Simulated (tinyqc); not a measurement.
# Sub-threshold conduction and electro-thermal threshold of an amorphous chalcogenide: effects of single changes

Trap-limited conduction: I = I0 exp(-Ea/kB T) sinh(q V dz/(2 ua kB T)), I0 = 2 q A Nt dz/ta. One lumped temperature T = T0 + Rt I V. The threshold is the largest V for which a steady state exists on the low-current branch.

Values chosen for this exercise; values of the order of Ge-Sb-Te and related chalcogenides:
- T0 = 300 K (ambient temperature)
- A = 2600 nm^2 (cross-section)
- ua = 38 nm (amorphous thickness)
- dz = 4.6 nm (distance between traps)
- Ea = 0.32 eV (activation energy)
- Nt = 1.4e19 cm^-3 (trap density)
- ta = 1e-14 s (attempt time)
- Rt = 2.5 K/uW (thermal resistance)

Constants: q = 1.602176634e-19 C, kB = 1.380649e-23 J/K. Results are converted to the units shown.

Each table varies one quantity; the others keep the values above.

## Threshold against ambient temperature

The threshold is the first local maximum over T of the V that solves Rt I(V, T) V = T - T0.

Threshold against ambient temperature:
```
T0 (K)	Vth (V)	T - T0 (K)	Ith (uA)	field (MV/cm)
230	2.910	45.43	6.246	0.7657
260	2.689	54.05	8.040	0.7077
300	2.419	66.79	11.05	0.6365
330	2.233	77.45	13.87	0.5877
360	2.062	89.31	17.32	0.5427
400	1.857	107.7	23.19	0.4888
```

Vth falls from 2.91 to 1.86 V, on average -6.19 mV/K, and the rise at threshold rises from 45.4 to 108 K: a warmer layer conducts more and needs less field to reach runaway.

## Threshold against amorphous thickness

Same model as above.

Rt is held fixed.

Results:
```
ua (nm)	Vth (V)	T - T0 (K)	Ith (uA)	field (MV/cm)
18	1.302	81.73	25.11	0.7232
24	1.654	75.10	18.16	0.6893
30	1.990	70.77	14.22	0.6634
36	2.313	67.65	11.70	0.6426
48	2.929	63.35	8.650	0.6103
54	3.225	61.77	7.660	0.5973
60	3.514	60.43	6.879	0.5857
```

Estimate the missing row, ua = 42 nm.

Computed row:
```
ua (nm)	Vth (V)	T - T0 (K)	Ith (uA)	field (MV/cm)
42	2.626	65.26	9.941	0.6252
```

With this row back in the table: Vth rises from 1.30 to 3.51 V, as ua^(0.82), and the threshold field falls from 0.723 to 0.586 MV/cm; Ith falls from 25.1 to 6.88 uA. A power of 1 would mean a fixed threshold field.

Range of the model: Purely electronic switching mechanisms, filaments and series resistance are left out.

Computed by the program tinyqc: `OMP_NUM_THREADS=1 python tinyqc.py 2490110 2490111 out.jsonl`, one thread of a shared Intel Xeon 2.30GHz, about 0.01 s for the whole run.
